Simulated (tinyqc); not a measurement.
## Zero-field barrier from two thresholds

Inverse problem. The photoemission threshold over an interface barrier is Phi = P0 - sqrt(q F/(4 pi eps0 ei)). Find P0 and ei.

Constants: q = 1.602176634e-19 C, eps0 = 8.8541878128e-14 F/cm where lengths are in cm. Results are converted to the units shown.

thresholds at F = 0.8 and 3.3 MV/cm (eV): 3.6853869  3.4950490

Answer. Phi is linear in sqrt(F): the intercept is P0 and the slope gives ei.

P0 = 3.87 eV
ei = 3.38

Computed by the program tinyqc: `OMP_NUM_THREADS=1 python tinyqc.py 2410097 2410098 out.jsonl`, one thread of a shared Intel Xeon 2.30GHz, about 0.01 s for the whole run.
